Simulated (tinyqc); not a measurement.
# Trap density and grain size from the barrier

Problem. With all traps filled Vb = q Qt^2/(8 eps0 eps_r N), and in that limit the barrier is largest at N* = Qt/Lg. Find Qt, Lg and the depleted width Qt/N.

Values chosen for this exercise: relative permittivity of the semiconductor eps_r = 11.7.

Constants: q = 1.602176634e-19 C, eps0 = 8.8541878128e-14 F/cm where lengths are in cm. Results are converted to the units shown.

barrier at N = 1.3e18 cm^-3 = 0.18217071 V
doping of the largest barrier = 4.375e17 cm^-3

Solution. The barrier gives Qt, and N* then gives Lg.

Qt = 3.50e12 cm^-2
Lg = 80.0 nm
depleted width = 26.9 nm

tinyqc, about 0.01 s, one thread, Intel Xeon 2.30GHz (shared host): `OMP_NUM_THREADS=1 python tinyqc.py 2610042 2610043 out.jsonl`
